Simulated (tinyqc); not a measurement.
# Internal photoemission over an interface barrier: threshold and yield against field

Electrons are excited from the valence band of a semiconductor over the barrier Phi(F) = P0 - sqrt(q F/(4 pi eps0 ei)), whose top lies at xm = sqrt(q/(16 pi eps0 ei F)). The yield is Y = A (hv - Phi)^p exp(-xm/l), with A = 1 here.

The yield is taken at hv = 4.4 eV.

Parameters, values chosen for the exercise; dielectric values close to those of silicon dioxide:
```
symbol,value,unit,meaning
P0,4.1,eV,barrier at zero field
ei,2.35,,image-force permittivity
p,3,,exponent of the yield
l,4.4,nm,scattering length in the image well
```

Constants: q = 1.602176634e-19 C, eps0 = 8.8541878128e-14 F/cm where lengths are in cm. Results are converted to the units shown.

Result of one run:

| F (MV/cm) | sqrt(F) ((MV/cm)^0.5) | Phi (eV) | xm (nm) | Y |
|---|---|---|---|---|
| 0.1 | 0.31623 | 4.0217 | 3.9139 | 0.022239 |

What becomes of these results when the field in the dielectric F is changed from 0.1 to 1.2 MV/cm, all else the same?

Result of the changed run:

| F (MV/cm) | sqrt(F) ((MV/cm)^0.5) | Phi (eV) | xm (nm) | Y |
|---|---|---|---|---|
| 1.2 | 1.0954 | 3.8288 | 1.1299 | 0.14413 |

The whole series:

| F (MV/cm) | sqrt(F) ((MV/cm)^0.5) | Phi (eV) | xm (nm) | Y |
|---|---|---|---|---|
| 0.1 | 0.31623 | 4.0217 | 3.9139 | 0.022239 |
| 0.19 | 0.43589 | 3.9921 | 2.8395 | 0.035596 |
| 0.35 | 0.59161 | 3.9536 | 2.0921 | 0.055311 |
| 0.64 | 0.80000 | 3.9020 | 1.5471 | 0.086909 |
| 1.2 | 1.0954 | 3.8288 | 1.1299 | 0.14413 |
| 2.1 | 1.4491 | 3.7413 | 0.85409 | 0.23539 |
| 3.9 | 1.9748 | 3.6112 | 0.62673 | 0.42572 |
| 7.2 | 2.6833 | 3.4358 | 0.46126 | 0.80722 |

Phi is linear in sqrt(F) with slope -0.248 eV and intercept P0 = 4.1 eV. The yield grows by a factor of 36.3, of which 2.19 comes from less scattering, as xm shrinks from 3.91 to 0.461 nm, and the rest from the lower barrier.

Computed by the program tinyqc: `OMP_NUM_THREADS=1 python tinyqc.py 2410123 2410124 out.jsonl`, one thread of a shared Intel Xeon 2.30GHz, about 0.01 s for the whole run.
